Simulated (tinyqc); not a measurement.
Strained Delta valleys, repopulation and conductivity mass: one step of the calculation.

A cubic crystal with three pairs of conduction valleys along x, y and z under uniaxial stress X along [110] (X > 0 is tension); current along [110]. Non-degenerate electrons, fixed total density, one relaxation time for all valleys and stresses, masses unchanged by strain, so the mobility goes as the mean inverse mass.

Task. Conductivity mass and mobility. Inverse mass along the current d = [110]: (n.d)^2/ml + (1 - (n.d)^2)/mt; mu/mu0 = sum f (1/m) over the plain mean of 1/m.

Parameters, values chosen for the exercise:
- ml = 0.89 m0 (longitudinal mass)
- mt = 0.192 m0 (transverse mass)

share f, valley x to z: [0.13166765, 0.13166765, 0.73666470]

Find: 1/m along d; conductivity mass; unstrained value; mu/mu0.

Result.

1/m along d, valley x to z (1/m0): [3.1660, 3.1660, 5.2083]
conductivity mass = 0.21411 m0
unstrained value = 0.25996 m0
mu/mu0 = 1.2141

The possible range, all electrons in one kind of valley, is 0.823 to 1.35.

Range of the model: Shear strain also changes the transverse masses of these valleys, which is left out.

Computed by the program tinyqc: `OMP_NUM_THREADS=1 python tinyqc.py 2530093 2530094 out.jsonl`, one thread of a shared Intel Xeon 2.30GHz, about 0.01 s for the whole run.
